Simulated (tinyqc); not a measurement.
What each parameter does: pair of shallow donors (hydrogen-like orbitals).

Each donor has the orbital exp(-r/a); energy unit Ha* = q/(eps a), q = e^2/(4 pi eps0), so that a lone donor is bound by Ha*/2; x = R/a. One electron: S = (1 + x + x^2/3) exp(-x), j = 1/x - (1 + 1/x) exp(-2x), k = (1 + x) exp(-x); levels E(+/-) = -1/2 - (j +/- k)/(1 +/- S) in Ha*, without the repulsion of the ions, split by D = |E(-) - E(+)|. In six valleys the overlaps S and k are multiplied by v = [cos(K Rx) + cos(K Ry) + cos(K Rz)]/3, K = k0 (2 pi/a_lat), for isotropic envelopes and the symmetric valley state.

Two electrons, Heitler-London: with S' = (1 - x + x^2/3) exp(x), C = 1/x - exp(-2x)(1/x + 11/8 + 3x/4 + x^2/6), X = (1/5){exp(-2x)(25/8 - 23x/4 - 3x^2 - x^3/3) + (6/x)[S^2 (0.5772157 + ln x) + S'^2 Ei(-4x) - 2 S S' Ei(-2x)]}, Q = C - 2j + 1/x and A = X - 2 S k + S^2/x, the singlet and triplet lie at (Q +/- w A)/(1 +/- w S^2) from two lone donors, with the valley weight w = v^2; the exchange is J = triplet - singlet.

Constants: e^2/(4 pi eps0) = 14.39964547 eV angstrom.

Parameters, chosen for this exercise (near those of two donors in Si; shifted at random, so the results belong to these values and not to a real crystal): a = 18.3 angstrom (orbital radius); eps = 11.5 (dielectric constant); n = (19.25, 0.25, 0.25) a_lat (separation vector); a_lat = 5.431 angstrom (lattice constant); k0 = 0.85 2 pi/a_lat (valley position).

x, D = |E(-) - E(+)| and J.

One parameter was then changed.

Results before and after:
```
case,x,D (meV),J (micro-eV)
base,5.714,0.09987,0.363
changed,5.202,0.1367,0.747
```

Which of these changes was made? (a) eps = 12.7; (b) a = 20.1 angstrom; (c) n = (20.25, 0.25, 0.25) a_lat; (d) k0 = 0.83 2 pi/a_lat.

Answer: (b) a = 20.1 angstrom. Of the candidates, run in turn, only this one gives the changed row.

All candidates:
```
case,x,D (meV),J (micro-eV)
base,5.714,0.09987,0.363
a = 20.1 angstrom,5.202,0.1367,0.747
eps = 12.7,5.714,0.09044,0.329
k0 = 0.83 2 pi/a_lat,5.714,0.8310,25.1
"n = (20.25, 0.25, 0.25) a_lat",6.011,0.3010,3.30
```

tinyqc: `OMP_NUM_THREADS=1 python tinyqc.py 1251498 1251499 out.jsonl`; about 0.01 s, one thread, shared Intel(R) Xeon(R) Processor @ 2.30GHz.
